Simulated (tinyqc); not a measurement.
Precursor delivery by bubblers, mass-transport growth and the solid composition of a III-V alloy: one step, computed by the program tinyqc. Command: `OMP_NUM_THREADS=1 python tinyqc.py 3001567 3001568 out.jsonl movpe_thermo walk`. One thread of a shared host (Intel(R) Xeon(R) Processor @ 2.30GHz), about 0.01 s of CPU time with the checks.

1 sccm = 44.615 micromol/min; 1 torr = 133.322 Pa. The sources decompose fully at the surface.

Question. Mass transport. Mean velocity u = (F_t/A)(760/p)(T/273); D = D0 (T/273)^1.75 (760/p); boundary layer delta = sqrt(pi D z/u); flux = D dp/(delta k_B T); growth rate = flux x a^3/4.

Inputs (values chosen for the exercise, modelled on trimethylgallium (source 1) and trimethylindium (source 2) for the vapour pressures):
```
quantity                           value      unit
total flow F_t                       5.3       slm
reactor pressure p                   100      torr
growth temperature T                 890         K
diffusivity at 273 K and 760 torr   0.49    cm^2/s
flow cross-section A                  17      cm^2
distance from the leading edge z      14        cm
lattice constant a                  5.58  angstrom
```

Constants: k_B = 1.380649e-23 J/K.

Give: velocity u; D; boundary layer delta; growth rate per torr of group III.

Answer.

velocity u = 128.7 cm/s

D = 29.45 cm^2/s

boundary layer delta = 3.172 cm

growth rate per torr of group III = 157.5 micrometre/(h torr)

Caution: the boundary layer is a quarter or more of the root of the cross-section, so it fills much of the channel and depletion along the flow matters.
